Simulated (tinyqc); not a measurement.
Inside a calculation. Model: ballistic conductance of a hard-wall wire of circular section by counting modes.

Numbers from tinyqc (`OMP_NUM_THREADS=1 python tinyqc.py 2740112 2740113 out.jsonl`; about 0.1 s on one thread of a shared Intel Xeon 2.30GHz). Printed values are rounded.

Subband edges E_(l,s) = C (j_(l,s)/a)^2/m with j_(l,s) the s-th zero of the Bessel function J_l; levels with l > 0 count twice; C = hbar^2/(2 m0). Every mode transmits fully; spin gives the factor 2 in 2 q^2/h, valleys the factor gv.

Parameters, values chosen for the exercise: temperature T = 77 K; mass m = 0.022 m0; valleys gv = 1; Fermi energy above the bulk band edge Ef = 0.031 eV; radius a = 57 nm; highest subband edge listed Et = 0.0575 eV.

Constants: q = 1.602176634e-19 C, kB = 1.380649e-23 J/K, hbar = 1.054571817e-34 J s, h = 6.62607015e-34 J s, m0 = 9.1093837015e-31 kg, Vt = kB T/q, hbar^2/(2 m0) = 0.0380998212 eV nm^2. Results are converted to the units shown.

## Subband edges and their occupation

List the edges below Et; each adds its degeneracy times f = 1/(1 + exp((E_n - Ef)/Vt)) to the thermal mode count.

```
mode   edge (eV)  degeneracy          f
0,1   0.00308260           1  0.9853329
1,1   0.00782591           2  0.9704742
2,1   0.01405843           2  0.9277903
0,2   0.01624206           1  0.9023965
3,1   0.02169771           2  0.8024899
1,2   0.02623485           2  0.6721988
4,1   0.03069336           2  0.5115513
2,2   0.03776508           2  0.2651147
0,3   0.03991692           1  0.2068774
5,1   0.04101065           2  0.1811337
3,2   0.05078567           2  0.0482521
6,1   0.05262393           2  0.0370084
1,3   0.05516817           2  0.0255226
```

## Conductance and ballistic resistance

G = (2 q^2/h) gv M; at zero temperature M counts the edges below Ef, at T it is the sum of degeneracy times f. The smooth (Sharvin) count is kF^2 A/(4 pi), kF = sqrt(m Ef/C), A = pi a^2, perimeter p = 2 pi a, and with the boundary term kF^2 A/(4 pi) - kF p/(4 pi). The sum runs over the edges listed.

M at zero temperature = 12
M at T = 10.97768
G = 850.5606 uS
resistance 1/G = 1.175695 kohm
smooth count = 14.53956

The smooth count is 32 % above M at T. With the boundary term it is 10.7.
